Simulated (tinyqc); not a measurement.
Thin-body transistor below threshold, two-dimensional Poisson equation on a small mesh: two steps of the calculation.

A thin body on a thick buried insulator of low permittivity, taken as carrying no normal field at the bottom of the body (row 0). Mobile charge is neglected (subthreshold), the body is fully depleted, and potentials are counted from the intrinsic level; rows run upward to the gate, columns from source to drain.

Inputs (values chosen for the exercise); semiconductor permittivity made up: relative permittivity of the semiconductor eps_r = 13.3; relative permittivity of the insulator eox = 7.5; body thickness tb = 8 nm; insulator thickness tox = 2.7 nm; channel length L = 50 nm; acceptor density of the depleted body Na = 8.6e17 cm^-3.

Constants: q = 1.602176634e-19 C, eps0 = 8.8541878128e-14 F/cm where lengths are in cm. Results are converted to the units shown.

Problem 1. Coefficients of the five-point equations. Mesh: rows i = 0..3 in the semiconductor (step hs = tb/3, row 3 on the interface), then 2 step(s) ho = tox/2 up to the gate row 5; columns j = 0..6 (step hy = L/6). Box integration, divided by eps0: up_i = eps hy/h of the interval above row i, dn_i = that of the interval below (0 for row 0), lat_i = (sum of eps h/2 over the intervals above and below)/hy, s_i = -q Na w_i hy/eps0 with w_i the semiconductor height of the box (hs/2 for row 0 and the interface row, hs between, 0 in the insulator). Each free node obeys (up + dn + 2 lat) psi = up psi(above) + dn psi(below) + lat [psi(left) + psi(right)] + s.

Give: up; dn; lat; s.

Solution 1.

```
row      up      dn     lat     s (V)
0    41.562       0  2.1280  -0.17291
1    41.562  41.562  4.2560  -0.34582
2    41.562  41.562  4.2560  -0.34582
3    46.296  41.562  2.7355  -0.17291
4    46.296  46.296  1.2150         0
```

Problem 2. Over-relaxation sweep (omega = 1.5). Free nodes: rows 0..4, columns 1..5, taken row by row from row 0, left to right. t = (up psi(above) + dn psi(below) + lat [psi(left) + psi(right)] + s)/(up + dn + 2 lat), with the newest neighbours; psi(new) = psi + 1.5 (t - psi).

psi after iteration 1 (V):
```
               j=0          j=1          j=2          j=3          j=4          j=5          j=6
row 0   0.50000000   0.54433933   0.59394497   0.64391750   0.69391558   0.74391545   0.80000000
row 1   0.50000000   0.54048818   0.58955723   0.63947369   0.68946657   0.73946598   0.80000000
row 2   0.50000000   0.53786812   0.58638958   0.63622974   0.68621375   0.73621224   0.80000000
row 3   0.50000000   0.30473309   0.32436037   0.35431636   0.38482255   0.41536260   0.80000000
row 4   0.21000000   0.05575395   0.05511907   0.06497883   0.07544198   0.08594144   0.36000000
row 5  -0.08000000  -0.08000000  -0.08000000  -0.08000000  -0.08000000  -0.08000000  -0.08000000
```

```
row         up         dn        lat        s (V)
0    41.562500          0      2.128  -0.17290900
1    41.562500  41.562500      4.256  -0.34581801
2    41.562500  41.562500      4.256  -0.34581801
3    46.296296  41.562500  2.7355000  -0.17290900
4    46.296296  46.296296      1.215            0
```

Find: psi after iteration 2.

Solution 2.

psi after iteration 2 (V):
```
           j=0      j=1      j=2      j=3      j=4      j=5      j=6
row 0   0.5000   0.5338   0.5816   0.6314   0.6813   0.7317   0.8000
row 1   0.5000   0.5291   0.5756   0.6251   0.6751   0.7261   0.8000
row 2   0.5000   0.3684   0.3834   0.4171   0.4526   0.4901   0.8000
row 3   0.5000   0.1687   0.1552   0.1708   0.1891   0.2243   0.8000
row 4   0.2100   0.0420   0.0294   0.0359   0.0443   0.0703   0.3600
row 5  -0.0800  -0.0800  -0.0800  -0.0800  -0.0800  -0.0800  -0.0800
```

Computed by the program tinyqc: `OMP_NUM_THREADS=1 python tinyqc.py 2480088 2480089 out.jsonl`, one thread of a shared Intel Xeon 2.30GHz, about 0.1 s for the whole run.
